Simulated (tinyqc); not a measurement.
Strong pi bonds keep dimers flat: buckled dimers of a reconstructed (001) surface, two dangling bonds a dimer.

In a dimer one atom moves up by z and the other down by z; the dangling bond of the up atom (more s-like) falls by gm z and that of the down atom rises by gm z. With all dimers tilted alike: H(k) = [[-gm z - 2 ta cos k, -tp - 2 tx cos k], [., gm z - 2 ta cos k]], k along the row in 1/a. Two electrons a dimer fill the lowest N of the 2N levels on the mesh k_j = (j + 1/2) pi/N. Total energy a dimer: W(z) = (2/N) sum of the filled levels + kf z^2. Repulsion between electrons is left out.

Parameters, chosen for this exercise (of the size met on Si(001); not measured data): ta = 0.09 eV (coupling between like atoms along the row); tx = 0.04 eV (diagonal coupling along the row); gm = 1.76 eV/angstrom (shift of a dangling bond with height); kf = 7.2 eV/angstrom^2 (force constant of buckling); N = 16 (k points).

tp is varied; z minimises W on 0 to 1 angstrom; gap on 201 points; charge moved: the mean of gm z/sqrt((gm z)^2 + h^2) over the mesh, h the off-diagonal element.

Against tp:
```
tp (eV)  z (angstrom)  gain (eV)  gap (eV)  charge moved (e)
0.10           0.2359     0.1946    0.5083             0.965
0.20           0.2156     0.1290    0.5094             0.882
0.45           0.0000     0.0000    0.5400             0.000
0.60           0.0000     0.0000    0.8400             0.000
0.80           0.0000     0.0000    1.2400             0.000
1.00           0.0000     0.0000    1.6400             0.000
1.30           0.0000     0.0000    2.2400             0.000
1.60           0.0000     0.0000    2.8400             0.000
```

Give the missing row, tp (eV) = 0.30.

Computed row:
```
tp (eV)  z (angstrom)  gain (eV)  gap (eV)  charge moved (e)
0.30           0.1765     0.0433    0.5114             0.722
```

Dimers buckle for tp up to 0.3 eV among these rows; for an isolated dimer the limit is gm^2/kf = 0.430 eV. While buckled, the splitting, on average over k, stays near 2 gm^2/kf = 0.860 eV whatever tp is, and beyond the limit it follows 2 tp; the gap is smaller by the width of the bands, about 4 ta = 0.36 eV.

Program tinyqc; command `OMP_NUM_THREADS=1 python tinyqc.py 1452216 1452217 out.jsonl`; about 0.05 s on one thread of a shared Intel(R) Xeon(R) Processor @ 2.30GHz.
